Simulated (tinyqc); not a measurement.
# Capacitances against the relative permittivity between the lines

Endless row of lines of width wl, height tl and space sl between grounded planes at distance hd; e2 fills the gaps beside the lines, e1 the rest. Laplace's equation is solved on meshes of 3, 6 and 12 steps per unit u and extrapolated (Aitken), which is good to about 0.2 %. C_even (all lines at 1 V) is the capacitance Cg to the planes; C_odd (neighbours in antiphase) = Cg + 4 Cc if only nearest neighbours couple, which defines Cc; total with quiet neighbours Cg + 2 Cc. Plate values 2 eps0 e1 wl/hd and eps0 e2 tl/sl.

Inputs (values chosen for the exercise):
- e1 = 2.4 (relative permittivity above and below the lines)
- wl = 6 u (line width, in units u)
- tl = 10 u (line height)
- sl = 8 u (space between lines)
- hd = 4 u (distance to each plane)

Constants: eps0 = 8.8541878128e-12 F/m. Results are converted to the units shown.

The same in every row: plate Cg (aF/um) = 63.8.

Result of one run:
```
Cg (aF/um)  Cc (aF/um)  Cg + 2 Cc (aF/um)  C_odd (aF/um)  plate Cc (aF/um)  share of coupling, 2 Cc/(Cg + 2 Cc) (%)
133               50.4                234            335              55.3                                     43.1
```

Which relative permittivity between the lines e2 gave this result: 1.5, 3, 3.9 or 5?

e2 = 5.

The whole series:
```
e2   Cg (aF/um)  Cc (aF/um)  Cg + 2 Cc (aF/um)  C_odd (aF/um)  plate Cc (aF/um)  share of coupling, 2 Cc/(Cg + 2 Cc) (%)
1           114        9.58                133            153              11.1                                     14.4
1.5         119        14.3                147            176              16.6                                     19.4
2           122        19.2                161            199              22.1                                     23.9
2.5         125        24.2                174            222              27.7                                     27.9
3           127        29.4                186            245              33.2                                     31.6
3.9         130        38.8                208            285              43.2                                     37.3
5           133        50.4                234            335              55.3                                     43.1
7           136        71.9                280            424              77.5                                     51.3
```

As e2 goes from 1 to 7, Cg rises from 114 to 136 aF/um, Cc rises from 9.58 to 71.9 aF/um and the share of coupling rises from 14.4 to 51.3 %. Cg is 1.79 times its plate value in the first row and 2.14 times in the last; for Cc the ratios are 0.866 and 0.928. Neighbours in antiphase raise the load by a factor of 1.14 and 1.51 over quiet ones.

Program tinyqc, `OMP_NUM_THREADS=1 python tinyqc.py 2790171 2790172 out.jsonl`; Intel Xeon 2.30GHz, shared host, one thread, about 1 s.
